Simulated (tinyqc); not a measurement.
Dispersion against the sound-wave line: Born-von Karman spring model of a cubic crystal with one atom per cell. Computed by tinyqc, a small Python program. Command: `OMP_NUM_THREADS=1 python tinyqc.py 3021108 3021109 out.jsonl springs walk`. One thread of a shared host (Intel(R) Xeon(R) Processor @ 2.30GHz), about 0.1 s of CPU time with the checks.

First neighbours lie at a/2 (1,1,0) (12 of them), second at a (1,0,0) (6), with all permutations and signs; the volume per atom is Omega = a^3/4.

Inputs (values chosen for the exercise, for a model crystal): atomic mass M = 68.4 u; radial spring k1L = 2.9 eV/angstrom^2; transverse spring k1T = -0.12 eV/angstrom^2; radial spring k2L = 0.047 eV/angstrom^2; transverse spring k2T = 0.049 eV/angstrom^2.

Lattice: fcc.

Constants: nu for 1 eV/(angstrom^2 u) = 15.6333042 THz.

Method:
- A neighbour at R with unit vector n couples by the matrix K(R) = kL n n^T + kT (1 - n n^T), and D(q) = (1/M) sum_R K(R) [1 - cos(q.R)].
- An eigenvalue lambda of D in eV/(angstrom^2 u) gives nu = 15.6333042 THz x sqrt(lambda).
- The last column divides the top branch by the straight line with its slope at G. End points in 2 pi/a: X = (1, 0, 0), L = (0.5, 0.5, 0.5).

Frequencies (THz) along two lines:
```
line  fraction of the way    nu 1    nu 2    nu 3  nu 3 / linear
G-X                  0.10  0.9774  0.9774  1.4173        0.99549
G-X                  0.25  2.3805  2.3805  3.4603        0.97216
G-X                  0.40  3.6298  3.6298  5.2974        0.93019
G-X                  0.55  4.6555  4.6555  6.8267        0.87180
G-X                  0.70  5.4110  5.4110  7.9704        0.79974
G-X                  0.85  5.8710  5.8710  8.6760        0.71692
G-X                  1.00  6.0252  6.0252  8.9144        0.62612
G-L                  0.10  0.6730  0.6730  1.4274        0.99589
G-L                  0.25  1.6464  1.6464  3.4917        0.97450
G-L                  0.40  2.5288  2.5288  5.3631        0.93549
G-L                  0.55  3.2714  3.2714  6.9382        0.88016
G-L                  0.70  3.8333  3.8333  8.1298        0.81033
G-L                  0.85  4.1833  4.1833  8.8722        0.72827
G-L                  1.00  4.3022  4.3022  9.1243        0.63662
```

What does the comparison show, and why?

Along G-X the top branch ends at 63 % of its linear extrapolation, near the 2/pi = 64 % of a chain with one spring. Along G-L the top branch ends at 64 % of its linear extrapolation, which is the 2/pi of a pure sine: planes normal to this line couple to their next planes alone. A Debye model keeps the straight line throughout.
